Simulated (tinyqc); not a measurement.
Length of a molecular wire: coherent transport through a tight-binding bridge. Computed by the program tinyqc. T = Gamma_L Gamma_R |G_1n|^2 with the self-energies of semi-infinite chains.

A uniform bridge between two chains:
```
parameter                        value
site energy (eV)              0.330000
hopping in the bridge (eV)    0.490000
lead hopping (eV)             1.970000
couplings (eV)              0.75, 0.89
E (eV)                        0.410000
```

Transmission against length:
```
sites           T    ln T
2      8.7476e-01  -0.134
3      9.6757e-01  -0.033
4      8.7992e-01  -0.128
6      8.8927e-01  -0.117
7      9.4600e-01  -0.056
8      9.0203e-01  -0.103
9      9.3077e-01  -0.072
10     9.1709e-01  -0.087
```

Estimate the missing row, sites = 5.

Computed row:
```
sites           T    ln T
5      9.5880e-01  -0.042
```

E lies inside the band of the bridge (|E - e|/2h = 0.082 < 1): T does not decay but oscillates with length, between 0.875 and 0.968 here, as levels of the bridge pass E.
